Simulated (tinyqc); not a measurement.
From results back to parameters: deep level as a short-range spherical well. Three cases, with inputs chosen for the exercise.

Problem. In the Lucovsky model sigma goes as (h nu - Et)^(3/2)/(h nu)^3. The ratio of the cross-sections at h1 and h2 was computed from a hidden Et.

Case 1.

Values chosen (out of a larger set: near those of Ge; not measured data): h1 = 0.198 eV (first photon energy); h2 = 0.342 eV (second photon energy).

sigma(h1)/sigma(h2) = 0.481098

Case 2.

Values chosen (out of a larger set: near those of GaAs; not measured data): h1 = 0.464 eV (first photon energy); h2 = 0.667 eV (second photon energy).

sigma(h1)/sigma(h2) = 0.700826

Case 3.

Values chosen (out of a larger set: near those of Ge; not measured data): h1 = 0.554 eV (first photon energy); h2 = 0.936 eV (second photon energy).

sigma(h1)/sigma(h2) = 0.687133

Find: y = (h1 - Et)/(h2 - Et); Et.

Solution. y = [ratio (h1/h2)^3]^(2/3), and Et = (h1 - y h2)/(1 - y): the plot of (sigma (h nu)^3)^(2/3) against h nu is a line through Et.

Case 1.

y = (h1 - Et)/(h2 - Et) = 0.2058
Et = 0.161 eV

Case 2.

y = (h1 - Et)/(h2 - Et) = 0.3818
Et = 0.339 eV

Case 3.

y = (h1 - Et)/(h2 - Et) = 0.2728
Et = 0.411 eV

Computed by tinyqc, one run a case: `OMP_NUM_THREADS=1 python tinyqc.py N N+1 out.jsonl` with N = 1281871, 1281951, 1282091; one thread of a shared Intel(R) Xeon(R) Processor @ 2.30GHz, about 0.01 s a run at most.
